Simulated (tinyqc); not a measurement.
Tight binding, honeycomb lattice, step by step. Computed by tinyqc, a small Python program that keeps every step. Settings: t1 = 0.93, t2 = 0, phi = 0, delta = 0, points = 7. Command: `OMP_NUM_THREADS=1 python tinyqc.py 22661 22662 out.jsonl` (the two numbers bound the seeds that draw the settings). One thread of a shared host (Intel(R) Xeon(R) Processor @ 2.60GHz), about 0.01 s of CPU time with the checks.

## Bloch Hamiltonian at k

Parameters chosen for this model:
```
parameter     value                        unit
t1         0.930000                 eV, nearest
t2                0       eV, second neighbours
phi               0  rad, phase of t2 (Haldane)
delta             0          eV, +/- on A and B
```

k point k (fractions of the reciprocal vectors): [-0.200000, -0.080000]

H_AB = -t1 (1 + exp(-i k.a1) + exp(-i k.a2)); H_AA = delta - 2 t2 sum cos(k.b + phi), H_BB = -delta - 2 t2 sum cos(k.b - phi), b = a1, a2 - a1, -a2.

H(k) at k (eV), order A, B:
$$\begin{pmatrix}
0.000000 & -2.032351-1.332513i \\
-2.032351+1.332513i & 0.000000
\end{pmatrix}$$

## Levels at k

Diagonalise the Hermitian matrix.

eigenvalues (eV): [-2.430235, 2.430235]

weights |c|^2 of the basis functions, order A, B:
$$\begin{pmatrix}
0.500000 & 0.500000 \\
0.500000 & 0.500000
\end{pmatrix}$$

## Bloch Hamiltonian at K

k point K (fractions of the reciprocal vectors): [0.333333, 0.666667]

As before.

H(k) at K (eV), order A, B:
$$\begin{pmatrix}
0.000000 & 0.000000 \\
0.000000 & 0.000000
\end{pmatrix}$$

## Levels at K

As before.

eigenvalues (eV): [0.000000, 0.000000]

## Bands along a path

The same steps at evenly spaced points between the labelled ones.

Bands along the path (eV):
```
k             band 1    band 2
G          -2.790000  2.790000
G-K 0.33   -2.354843  2.354843
G-K 0.67   -1.252986  1.252986
K                  0         0
K-M 0.33   -0.494843  0.494843
K-M 0.67   -0.817828  0.817828
M          -0.930000  0.930000
M-K' 0.33  -0.817828  0.817828
M-K' 0.67  -0.494843  0.494843
K'                 0         0
```

With 1 band(s) filled, the highest filled level on these points lies at K and the lowest empty one at K: the bands touch or overlap, so there is no gap.
